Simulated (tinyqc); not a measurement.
Comparisons within one model: donors with valley-orbit split 1s states. A value that a table varies takes the place of the one given here.

Each donor binds at most one electron, in any of its states. For a site s, W_s = sum over its states of g exp(E/kT), and the ionised share is 1/(1 + W_s exp(eta)), eta = (EF - Ec)/kT; n = Nc F_1/2(eta); neutrality n + NA = ND x (mean ionised share); holes are neglected. Nc from N = 2 (m kB T/(4 pi c))^(3/2) with c = hbar^2/2m0, in 1/angstrom^3; times 1e24 for 1/cm^3, m = md. F_j(eta) = (1/Gamma(j + 1)) integral_0^infinity x^j dx/(1 + exp(x - eta)), which tends to exp(eta) for eta << 0.

Mobility (Caughey-Thomas form): mu = mu0 + (mu1 (T/300)^(-ga) - mu0)/(1 + ((ND + NA)/Nr)^de); rho = 1/(e n mu), e = 1.602176634e-19 C.

Constants: hbar^2/2m0 = 3.80998211 eV angstrom^2; kB = 8.617333262e-05 eV/K.

Inputs chosen for the exercise (near those of As in Si; the results hold for these values, not for the real material):
- md = 1.059 m0 (density-of-states mass of the conduction band)
- E = (54.3, 33.7, 31.2) meV (binding energies of 1s(A1), 1s(T2), 1s(E))
- g = (2, 6, 4) (their degeneracies with spin)
- ND = 1.3e+18 1/cm^3 (donors)
- NA = 0 1/cm^3 (compensating acceptors, all ionised)
- T = 200 K
- mu0 = 61 cm^2/(V s) (mobility at heavy doping)
- mu1 = 1410 cm^2/(V s) (mobility at light doping and 300 K)
- Nr = 1e+17 1/cm^3 (reference doping)
- de = 0.72 (doping exponent)
- ga = 2.3 (temperature exponent)

## What the excited states change

The last columns keep only the ground state of each site (g = 2).

Results:
```
T (K)  effective degeneracy    eta  n (1/cm^3)  n, ground states only  ratio
40                     2.02  -8.24    3.51e+14               3.53e+14  0.995
60                     2.16  -5.95    6.35e+15               6.59e+15  0.963
80                     2.44  -4.93    2.73e+16               3.01e+16  0.906
110                    3.03  -4.22    8.86e+16               1.08e+17  0.819
150                    3.89  -3.86    2.02e+17               2.72e+17  0.742
200                    4.86  -3.74    3.51e+17               5.02e+17  0.700
250                    5.68  -3.75    4.87e+17               7.03e+17  0.694
300                    6.34  -3.81    6.04e+17               8.57e+17  0.705
400                    7.35  -3.98    7.82e+17               1.05e+18  0.747
500                    8.06  -4.17    9.04e+17               1.14e+18  0.791
```

What can be read from the table?

The effective degeneracy grows from 2.02 to 8.06. Excited states hold electrons back, so the ratio is never above 1; it is lowest, 0.694, at 250 K of those listed, and 0.705 at 300 K. At low T the excited states empty out, and at high T more donors are ionised (n is 70 % of ND - NA in the last row), so the effect is largest in between.

## Ionisation and resistivity against doping

NA = 0.

Results:
```
ND (1/cm^3)  n (1/cm^3)   n/ND  mu (cm^2/(V s))  rho (ohm cm)  rho at full ionisation
1.0e+14        9.99e+13  0.999             3559          17.6                    17.5
1.0e+15        9.92e+14  0.992             3459          1.82                    1.80
1.0e+16        9.34e+15  0.934             3019         0.221                   0.207
3.0e+16        2.52e+16  0.839             2541        0.0976                  0.0819
1.0e+17        6.64e+16  0.664             1822        0.0516                  0.0343
3.0e+17        1.43e+17  0.477             1160        0.0376                  0.0179
1.0e+18        3.02e+17  0.302              625        0.0331                 0.00999
2.0e+18        4.49e+17  0.224              426        0.0326                 0.00732
```

How do the results move?

From 1e16 to 1e18 1/cm^3 rho falls by a factor 6.68, not 100: the mobility takes a factor 4.83 and incomplete ionisation 3.10. n/ND is below 0.9 from 3e+16 1/cm^3 on. From a few times 1e18 1/cm^3 on, depending on the dopant, the levels merge with the band, and already below that screening lowers the binding energy, so the last rows understate n.

## Compensation sets the slope of the freeze-out

NA = K ND. The slope energy is -d ln(n T^(-p))/d(1/kT) between 30 and 36 K, with p = 3/4 for K = 0 and p = 3/2 otherwise.

Results:
```
K       n(30 K) (1/cm^3)  n(36 K) (1/cm^3)  slope energy (meV)
0               2.06e+13          1.36e+14               27.12
0.0010          3.26e+11          1.40e+13               54.08
0.010           3.23e+10          1.40e+12               54.24
0.050           6.20e+09          2.69e+11               54.24
0.20            1.30e+09          5.66e+10               54.24
0.50            3.26e+08          1.42e+10               54.24
```

What can be read from the table?

Without acceptors the slope is 27.12 meV, against half the ground-state energy, 27.15; with K = 0.05 it is 54.24 meV, against the full 54.3. The full energy (less a few meV where excited levels lie within a few kT) shows where n is far below NA, since the acceptors then hold EF near the donor level: n(36 K)/NA is 0.011 for K = 0.001 and 4.1e-06 for K = 0.05.

## What moves the carrier density

All results formed anew. Each row changes one parameter from the base and keeps the others.

Results:
```
case                           eta  n (1/cm^3)  rho (ohm cm)
base                        -3.738   3.512e+17       0.03286
E = (59.3, 33.7, 31.2) meV  -3.794   3.325e+17       0.03471
md = 1.165 m0               -3.822   3.730e+17       0.03094
ND = 2.6e+18 1/cm^3         -3.344   5.191e+17       0.03260
NA = 1.3e+17 1/cm^3         -3.962   2.813e+17       0.04324
T = 230 K                   -3.734   4.352e+17       0.03527
Nr = 2e+17 1/cm^3           -3.738   3.512e+17       0.02257
```

How do the results move?

The largest shifts from the base row, up to three for each result and ties (the steps differ in size, so this ranks the rows, not the parameters). eta: ND +0.395, NA -0.223, md -0.084; unchanged at the printed digits by Nr. n (1/cm^3): ND +1.68e+17, T +8.40e+16, NA -6.99e+16; unchanged at the printed digits by Nr. rho (ohm cm): NA +0.0104, Nr -0.0103, T +0.00241.

tinyqc: `OMP_NUM_THREADS=1 python tinyqc.py 1650117 1650118 out.jsonl`; about 0.01 s, one thread, shared Intel(R) Xeon(R) Processor @ 2.30GHz.
